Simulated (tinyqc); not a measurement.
# Threshold-voltage variability of a planar MOSFET, analytic estimates, step by step

tinyqc, about 0.01 s, one thread, Intel Xeon 2.30GHz (shared host): `OMP_NUM_THREADS=1 python tinyqc.py 2090086 2090087 out.jsonl` Printed values are rounded.

Three independent sources add in quadrature: random dopants in the depleted layer, metal-gate grains of two orientations, and roughness of the two gate edges acting through the roll-off VT = VT(long) - Vr exp(-L/l). These are first-order estimates: no three-dimensional electrostatics, no percolation.

Values chosen for this exercise; material values close to those of silicon: temperature T = 400 K; band gap Eg = 1.13 eV; relative permittivity of the semiconductor eps_r = 11.5; conduction-band density of states at T Nc = 4.37e19 cm^-3; valence-band density of states at T Nv = 4e19 cm^-3; channel doping Na = 9.3e17 cm^-3; oxide-equivalent thickness in inversion ti = 1.1 nm; gate length L = 45 nm; gate width W = 220 nm; metal grain size G = 4 nm; work-function difference of the two grain orientations dW = 0.1 eV; share of the orientation of higher work function p = 0.4; rms roughness of one gate edge De = 0.9 nm; correlation length of the roughness La = 20 nm; decay length of the threshold roll-off l = 9.7 nm; prefactor of the roll-off Vr = 1.9 V; subthreshold factor n = 1.2; gm/I of a matched pair gI = 15 1/V; spread of the gain factor of one device sb = 1.1 %; number of cells Nb = 268435456; wanted yield Y = 0.99.

Constants: q = 1.602176634e-19 C, kB = 1.380649e-23 J/K, Vt = kB T/q, eps0 = 8.8541878128e-14 F/cm where lengths are in cm. Results are converted to the units shown.

## Random dopants

ni = sqrt(Nc Nv) exp(-Eg/(2 Vt)), Eg in volts; Cox = 3.9 eps0/ti; Wd = sqrt(4 eps0 eps_r Vt ln(Na/ni)/(q Na)); dopants: s1 = (q/Cox) sqrt(Na Wd/(3 L W)). The slope A1 = s1 sqrt(L W); mean number of dopants Na L W Wd.

Cox = 3.139212 uF/cm^2
Wd = 34.43592 nm
mean number of dopants = 317.0515
A1 = 0.5273227 mV um
s1 = 5.299792 mV

Counting alone, 1/sqrt(N) of the depletion voltage q Na Wd/Cox = 163 mV, would give sqrt(3) times more: dopants deep in the layer act less on the surface.

## Metal grains and edge roughness

Grains: Ng = L W/G^2 (at least 1), s2 = dW sqrt(p (1 - p)/Ng). Edges, with exponential correlation and u = W/La: the mean gate length has sL^2 = 2 De^2 (2/u)[1 - (1 - exp(-u))/u]; s3 = sL (Vr/l) exp(-L/l).

Ng = 618.7500
s2 = 1.969464 mV
sL = 0.5174640 nm
dVT/dL = 1.893275 mV/nm
s3 = 0.9797016 mV

## Total spread, mismatch and leakage

s = sqrt(s1^2 + s2^2 + s3^2). For a pair: s(dVT) = sqrt(2) s; current mismatch sqrt(2) sqrt((gI s)^2 + sb^2); input offset = current mismatch/gI. For a Gaussian VT the off current is log-normal with mean/median = exp(s^2/(2 (n Vt)^2)).

s = 5.738153 mV
s(dVT) = 8.114974 mV
current mismatch = 12.27146 %
input offset = 8.180975 mV
mean/median of Ioff = 1.009669

The dopants give 85.3 % of the variance; without them s would be 2.20 mV.

## Iteration 1: margin in standard deviations for the wanted yield

k at the start = 4

Cells fail independently with probability Q(k) = erfc(k/sqrt(2))/2 when the margin is k standard deviations, and Y = exp(-Nb Q(k)). phi = exp(-k^2/2)/sqrt(2 pi). Newton steps on ln Q(k) = ln(-ln(Y)/Nb): k(new) = k + [ln Q - ln(-ln(Y)/Nb)] Q/phi.

Q(k) = 3.167124e-5
phi = 1.338302e-4
k after iteration 1 = 7.229872

## Iteration 2: margin in standard deviations for the wanted yield

As before.

Q(k) = 2.417253e-13
phi = 1.779906e-12
k after iteration 2 = 6.545032

## Course of the iteration: margin in standard deviations for the wanted yield

Stop when k changes by less than 1e-9, or after 30 iterations.

Course of the iteration:
```
iteration,k,|change|
1,7.229872,3.23
2,6.545032,0.685
3,6.510628,0.0344
4,6.510541,8.71e-5
5,6.510541,5.57e-10
```

Converged in 5 iterations. At the end the number of correct digits about doubles with each step. With s(dVT) = 8.11 mV, 6.51 standard deviations are 52.8 mV.
